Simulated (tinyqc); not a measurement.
Inside a calculation. Method: inverse iteration on a symmetric matrix. One step of it, computed by the program tinyqc.

Problem. Step 2. solve (A - shift) w = v; v' = w/|w| with its largest component positive (the first on a tie); lambda = v'^T A v'.

A, lower triangle:
```
          1          2          3         4         5
1  0.354000
2  0.262000   2.055000
3  1.250000   0.042000   2.267000
4  0.122000   0.154000  -0.803000  2.298000
5  0.812000  -0.001000   0.596000  0.187000  2.716000
```

vector after step 1: 0.348641  0.324150  0.545150  0.685389  -0.080192

shift = 0.910000

Give: vector after step 2; Rayleigh quotient after step 2.

Solution.

vector after step 2: 0.3257  0.0009  0.5342  0.6576  -0.4197

Rayleigh quotient after step 2 = 1.4876
